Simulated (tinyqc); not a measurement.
Length of a molecular wire: coherent transport through a tight-binding bridge. Computed by the program tinyqc. T = Gamma_L Gamma_R |G_1n|^2 with the self-energies of semi-infinite chains.

A uniform bridge between two chains:
```
parameter                        value
site energy (eV)              0.430000
hopping in the bridge (eV)    0.510000
lead hopping (eV)             2.230000
couplings (eV)              0.82, 0.61
E (eV)                        0.390000
```

Transmission against length:
```
sites           T     ln T
2      5.4889e-01  -0.5999
4      5.5927e-01  -0.5811
5      8.4009e-01  -0.1742
6      5.7253e-01  -0.5577
7      8.0960e-01  -0.2112
8      5.8870e-01  -0.5298
9      7.7761e-01  -0.2515
10     6.0779e-01  -0.4979
```

Estimate the missing row, sites = 3.

Computed row:
```
sites           T     ln T
3      8.6758e-01  -0.1420
```

E lies inside the band of the bridge (|E - e|/2h = 0.039 < 1): T does not decay but oscillates with length, between 0.549 and 0.868 here, as levels of the bridge pass E.
